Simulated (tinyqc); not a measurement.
# BCS gap equation with a constant attraction inside the Debye window, step by step

A worked calculation. Computed by tinyqc, a small Python program that keeps every step. Command: `OMP_NUM_THREADS=1 python tinyqc.py 3018832 3018833 out.jsonl bcs walk`. One thread of a shared host (Intel(R) Xeon(R) Processor @ 2.30GHz), about 0.01 s of CPU time with the checks. Intermediate numbers are printed to about 5 digits and carried at full precision; extremes and crossings named in words are read from the listed rows.

Pairs attract with strength V for |xi| < k_B Theta; N(0) is the density of states for one spin. Energies are given as temperatures (E/k_B, in K) unless marked.

Inputs (values chosen for the exercise, modelled on titanium nitride):
```
quantity,value,unit
coupling N(0)V,0.213,-
Debye temperature Theta,551,K
temperature T,4.82,K
Fermi velocity v_F,710000,m/s
electron density n,5.16,1e28/m^3
mean free path l,11,nm
junction resistance R_n,2.8,kilo-ohm
```

Solver: secant.

Constants: k_B = 8.617333262e-05 eV/K; hbar = 1.054571817e-34 J s; k_B = 1.380649e-23 J/K; m_0 = 9.1093837015e-31 kg; eps_0 = 8.8541878128e-12 F/m; c = 299792458 m/s; e = 1.602176634e-19 C; h = 6.62607015e-34 J s.

## Gap at zero temperature

At T = 0 the gap equation 1/(N(0)V) = int_0^Theta d xi/sqrt(xi^2 + Delta^2) has the integral arcsinh(Theta/Delta), so Delta_0 = Theta/sinh(1/(N(0)V)); weak coupling gives 2 Theta exp(-1/(N(0)V)).

Delta_0 = 10.076 K

weak-coupling Delta_0 = 10.075 K

Delta_0 in meV = 0.86826 meV

## Critical temperature

Gap equation: 1/(N(0)V) = I(Delta, T) = int_0^Theta tanh(E/2T)/E d xi, E = sqrt(xi^2 + Delta^2); 64 Gauss-Legendre points in y with xi = max(Delta, T) sinh(y). T_c solves I(0, T_c) = 1/(N(0)V); the weak-coupling form is T_c = (2 e^C/pi) Theta exp(-1/(N(0)V)) with Euler's C = 0.5772157, and 2 Delta_0/T_c then tends to 2 pi e^-C = 3.528.

T_c = 5.7118 K

weak-coupling T_c = 5.7118 K

2 Delta_0/T_c = 3.5280

T_c/Theta = 0.0104; the ratio lies +0.01 % from 3.528, so the universal weak-coupling laws hold.

## One evaluation of the gap equation

Take Delta = Delta_0 as the trial; the fixed-point update is Delta(new) = N(0)V Delta I(Delta, T).

I(Delta_0, T) = 4.5075

updated Delta = 9.6736 K

## Gap at temperature T

Residual r = N(0)V I - 1, with Delta_0 = Theta/sinh(1/(N(0)V)). Secant steps in Delta^2, from Delta_0 and 0.9 Delta_0, with Delta^2 kept at or above 1e-6 K^2. Stop when |r| < 1e-9 or after 40 steps.

Iterations:
```
step,Delta (K),residual r
1,5.9737,4.7428e-03
2,6.5102,-4.8651e-04
3,6.4622,-7.7491e-06
4,6.4614,1.2832e-08
5,6.4614,-3.3817e-13
```

converged (1 yes, 0 no) = 1

Delta(T) = 6.4614 K

Converged in 5 steps: Delta(T)/Delta_0 = 0.6413 at T/T_c = 0.844.

## Lengths and fields

xi_0 = hbar v_F/(pi Delta_0); lambda_L = sqrt(m_0 eps_0 c^2/(n e^2)); N(0) = 3 n/(2 m_0 v_F^2) for one spin; condensation energy N(0) Delta_0^2/2 = B_c^2/(2 mu_0), mu_0 = 1/(eps_0 c^2); with scattering lambda = lambda_L sqrt(1 + xi_0/l) in the local limit (where xi_0 and l both exceed lambda, nonlocal response makes the true depth larger); Ginzburg-Landau kappa = 0.96 lambda_L/xi_0 + 0.72 lambda_L/l. Free-electron mass throughout; heavier carriers, as in niobium or vanadium, give a larger lambda_L and kappa and can make the metal type II.

coherence length xi_0 = 171.33 nm

London depth lambda_L = 23.394 nm

critical field B_c(0) = 64.022 mT

depth with scattering = 95.243 nm

Ginzburg-Landau kappa = 1.6623

kappa exceeds 1/sqrt(2): type II, and the sample is dirty, l well below xi_0.

## A tunnel junction of this metal

Ambegaokar-Baratoff: I_c R_n = (pi Delta/(2e)) tanh(Delta/2T); Josephson energy E_J = hbar I_c/(2e), given as E_J/h; inductance hbar/(2 e I_c); thermal quasiparticle fraction x = n_qp/(2 N(0) Delta) = sqrt(2 pi T/Delta) exp(-Delta/T), valid for T well below Delta.

I_c R_n = 511.79 microvolt

critical current I_c = 182.78 nA

E_J/h = 90.786 GHz

Josephson inductance = 1.8005 nH

quasiparticle fraction x = 0.56658

Caution: T is not small against Delta, so the quasiparticle formula is only a rough guide.

## Gap and superfluid density against temperature

Interpolation tanh(1.74 sqrt(T_c/T - 1)); near T_c, 1.74 sqrt(1 - T/T_c). Clean-limit superfluid fraction 1 - (1/2T) int_0^(40 T) cosh^-2(E/2T) d xi (64 points); two-fluid rule 1 - (T/T_c)^4.

Reduced quantities:
```
T/T_c,Delta/Delta_0,tanh form,square-root form,superfluid fraction,two-fluid rule
0.10,1.00000,0.99994,1.6507,1.00000,0.99990
0.20,0.99988,0.99810,1.5563,0.99885,0.99840
0.30,0.99712,0.99022,1.4558,0.98177,0.99190
0.40,0.98504,0.97221,1.3478,0.92795,0.97440
0.50,0.95689,0.94023,1.2304,0.83408,0.93750
0.60,0.90701,0.88975,1.1005,0.70673,0.87040
0.70,0.82879,0.81411,0.9530,0.55378,0.75990
0.80,0.71106,0.70137,0.7782,0.38184,0.59040
0.90,0.52636,0.52267,0.5502,0.19599,0.34390
0.95,0.38033,0.37925,0.3891,0.09907,0.18549
0.98,0.24359,0.24358,0.2461,0.03986,0.07763
```

The tanh form misses the gap by at most about 0.017 (at T/T_c = 0.6); the square-root form is within 3 % only from T/T_c = 0.95. The gap keeps 99 % of Delta_0 up to T/T_c = 0.3, since quasiparticles are exponentially few. The two-fluid rule exceeds the BCS superfluid fraction most, by 0.21, at T/T_c = 0.8.

Checks made by the program: weak-coupling T_c, allowing for terms of order exp(-Theta/T_c) (relative difference below 1e-10).
